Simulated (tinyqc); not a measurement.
Classical nucleation, growth and JMAK kinetics of crystallisation from a melt or glass: one step, computed by the program tinyqc.

A spherical nucleus cap on a flat wall with a sharp interface of isotropic energy gamma; lambda = Omega^(1/3) is the jump distance.

Task: Critical nucleus. Driving force per volume: dG = H (T_m - T)/T_m. Shape factor f = (2 + cos theta)(1 - cos theta)^2/4. W(r) = f [4 pi r^2 gamma - (4/3) pi r^3 dG]; r* = 2 gamma/dG; W* = f 16 pi gamma^3/(3 dG^2); n* = f (4/3) pi r*^3/Omega.

Inputs (values chosen for the exercise, for a model substance):
```
quantity                      value        unit
melting point T_m              1190           K
heat of melting per volume H   1280      J/cm^3
interface energy gamma        0.138       J/m^2
atomic volume Omega            14.6  angstrom^3
temperature T                   721           K
contact angle theta             135     degrees
```

Nucleation: on a flat wall. Driving force: Turnbull (linear).

Constants: e = 1.602176634e-19 C; k_B = 1.380649e-23 J/K.

Give: driving force dG; shape factor f; critical radius r*; barrier W*; atoms in the nucleus n*; W*/(k_B T).

Result:

driving force dG = 504.47 J/cm^3

shape factor f = 0.94194

critical radius r* = 0.54711 nm

barrier W* = 1.0173 eV

atoms in the nucleus n* = 44.257

W*/(k_B T) = 16.373

The wall leaves r* unchanged and cuts the barrier to 94.2 % of the homogeneous value. W* equals n* Omega dG/2 = 1.017 eV.
